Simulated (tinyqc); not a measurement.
From results back to parameters: metal-induced gap states at the contact of a metal chain and a two-band chain. Three cases, with inputs chosen for the exercise.

Problem. With gap states the barrier for electrons is phi = S (W - chi - p) + p, W being the work function of the metal, S the pinning factor and p the depth of the neutrality level below the conduction edge. The barriers for two metals come from hidden S and p, those of the chain and not of a measured contact.

Find: S, p (eV).

Method. The slope of the barrier against W is S; then p = (phi1 - S (W1 - chi))/(1 - S).

Case 1.

Values chosen (out of a larger set: gap and optical dielectric constant near those of GaN; the chain itself is a model; not measured data): W1 = 4.34 eV (work function of metal 1); W2 = 5.12 eV (of metal 2); chi = 3.91 eV (electron affinity).

barriers (eV): metal 1 1.08800, metal 2 1.50140

Solution.

S, p (eV): 0.530  1.830

Case 2.

Values chosen (out of a larger set: gap and optical dielectric constant near those of Ge; the chain itself is a model; not measured data): W1 = 4.4 eV (work function of metal 1); W2 = 5.02 eV (of metal 2); chi = 3.95 eV (electron affinity).

barriers (eV): metal 1 0.35001, metal 2 0.40643

Solution.

S, p (eV): 0.091  0.340

Case 3.

Values chosen (out of a larger set: gap and optical dielectric constant near those of GaAs; the chain itself is a model; not measured data): W1 = 4.49 eV (work function of metal 1); W2 = 5.49 eV (of metal 2); chi = 4.2 eV (electron affinity).

barriers (eV): metal 1 0.86794, metal 2 1.05394

Solution.

S, p (eV): 0.186  1.000

Computed by tinyqc, one run a case: `OMP_NUM_THREADS=1 python tinyqc.py N N+1 out.jsonl` with N = 1452241, 1452299, 1452316; one thread of a shared Intel(R) Xeon(R) Processor @ 2.30GHz, about 0.01 s a run at most.
